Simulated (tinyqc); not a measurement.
# Undoped gate-all-around wire MOSFET, analytic charge model: effects of single changes

An undoped round wire of radius R under an insulator shell and a surrounding gate; long channel, electrons only, n = ni exp((psi - V)/Vt) with V the quasi-Fermi potential (0 at the source, Vd at the drain), constant mobility, no quantisation. The radial Poisson equation gives n(r) = n(0)/(1 - (1 - b) r^2/R^2)^2 with b = Q0/(Q + Q0). Q is the electron charge per area of the wire surface.

Inputs (values chosen for the exercise); material values those of a made-up semiconductor:
- T = 350 K (temperature)
- Eg = 1.41 eV (band gap)
- eps_r = 9.66 (relative permittivity of the semiconductor)
- Nc = 2.7e19 cm^-3 (conduction-band density of states at T)
- Nv = 4.31e19 cm^-3 (valence-band density of states at T)
- eox = 22.8 (relative permittivity of the gate insulator)
- tox = 10 nm (insulator thickness)
- R = 5 nm (wire radius)
- dphi = 0.2 V (gate work function less that of the intrinsic body)
- mu = 610 cm^2/(V s) (channel mobility)
- L = 0.2 um (gate length)
- Vd = 1 V (drain voltage)

Constants: q = 1.602176634e-19 C, kB = 1.380649e-23 J/K, Vt = kB T/q, eps0 = 8.8541878128e-14 F/cm where lengths are in cm. Results are converted to the units shown.

Each table varies one quantity; the others keep the values above.

## Effect of the gate work function less that of the intrinsic body

ni = sqrt(Nc Nv) exp(-Eg/(2 Vt)), Eg in volts; Cox = eps0 eox/(R ln(1 + tox/R)); Q0 = 4 eps0 eps_r Vt/R; V0 = dphi + Vt ln[8 eps0 eps_r Vt/(q ni R^2)]. Q solves Vg - V0 - V = Q/Cox + Vt ln(Q/Q0) + Vt ln(1 + Q/Q0). I = mu (2 pi R/L)[2 Vt (Qs - Qd) + (Qs^2 - Qd^2)/(2 Cox) + Vt Q0 ln((Qd + Q0)/(Qs + Q0))], with Qs at V = 0 and Qd at V = Vd.  I(low) is taken at Vg = 0.6 V, Qs and I(high) at Vg = 1.35 V.

Result of one run:
```
dphi (V)   V0 (V)  I(low) (nA)  Qs(high) (nC/cm^2)  I(high) (uA)
0.2       0.84799      0.16014              1404.6        32.612
```

What becomes of these results when the gate work function less that of the intrinsic body dphi is changed from 0.2 to 0.15 V, all else the same?

Result of the changed run:
```
dphi (V)   V0 (V)  I(low) (nA)  Qs(high) (nC/cm^2)  I(high) (uA)
0.15      0.79799      0.83898              1565.7        39.726
```

The whole series:
```
dphi (V)   V0 (V)  I(low) (nA)  Qs(high) (nC/cm^2)  I(high) (uA)
0.05      0.69799       21.994              1893.4        56.293
0.1       0.74799       4.3659              1728.8        47.617
0.15      0.79799      0.83898              1565.7        39.726
0.2       0.84799      0.16014              1404.6        32.612
0.25      0.89799     0.030525              1245.7        26.264
0.3       0.94799    0.0058172              1089.4        20.672
0.35      0.99799    0.0011085              936.34        15.821
```

As dphi goes from 0.05 to 0.35 V, I(low) falls from 22.0 to 0.00111 nA and I(high) falls from 56.3 to 15.8 uA. V0 rises from 0.698 to 0.998 V. In every row the surface density at the source at the higher gate voltage passes 0.3 Nc, where Boltzmann statistics fail. In every row mu V/L at the higher gate voltage, with V the smaller of Vd and Vg - V0, passes 3e6 cm/s, so velocity saturation would lower the current. In every row the body is thin enough for quantum confinement, left out here, to raise the threshold.

## Effect of the wire radius

Same model as above.

Effect of the wire radius:
```
R (nm)   V0 (V)  I(low) (nA)  Qs(high) (nC/cm^2)  I(high) (uA)
1.7     0.91306     0.018518              2170.8        15.828
2.3     0.89483     0.033894              1894.3        19.158
3.3     0.87305     0.069768              1632.5        24.339
4.6     0.85302      0.13555              1444.9        30.704
6.4     0.83310      0.26232              1299.0        39.165
8.9     0.81321      0.50708              1185.8        50.574
12      0.79518      0.92129              1106.0        64.448
```

As R goes from 1.7 to 12 nm, I(low) rises from 0.0185 to 0.921 nA and I(high) rises from 15.8 to 64.4 uA. On average I(low) goes as R^(2.00) and I(high) goes as R^(0.72). Below threshold the charge is proportional to the cross-section of the body; above it the insulator sets the charge. In every row the surface density at the source at the higher gate voltage passes 0.3 Nc, where Boltzmann statistics fail. In every row mu V/L at the higher gate voltage, with V the smaller of Vd and Vg - V0, passes 3e6 cm/s, so velocity saturation would lower the current. For R = 1.7 to 6.4 nm the body is thin enough for quantum confinement, left out here, to raise the threshold.

## Effect of the insulator thickness

Same model as above.

The same in every row: V0 (V) = 0.8480.

Effect of the insulator thickness:
```
tox (nm)  I(low) (nA)  Qs(high) (nC/cm^2)  I(high) (uA)
3.3            0.1602                2739         59.37
4.8            0.1602                2148         47.79
6.9            0.1601                1725         39.26
10             0.1601                1405         32.61
14             0.1601                1185         27.95
21             0.1601               984.5         23.61
30             0.1601               850.7         20.65
```

As tox goes from 3.3 to 30 nm, I(low) stays near 0.160 nA and I(high) falls from 59.4 to 20.7 uA. On average I(low) is independent of tox and I(high) goes as tox^(-0.48). Below threshold no voltage drops over the insulator in this long-channel model, so its thickness does not matter there. In every row the surface density at the source at the higher gate voltage passes 0.3 Nc, where Boltzmann statistics fail. In every row mu V/L at the higher gate voltage, with V the smaller of Vd and Vg - V0, passes 3e6 cm/s, so velocity saturation would lower the current. In every row the body is thin enough for quantum confinement, left out here, to raise the threshold.

Program tinyqc, `OMP_NUM_THREADS=1 python tinyqc.py 2460118 2460119 out.jsonl`; Intel Xeon 2.30GHz, shared host, one thread, about 0.03 s.
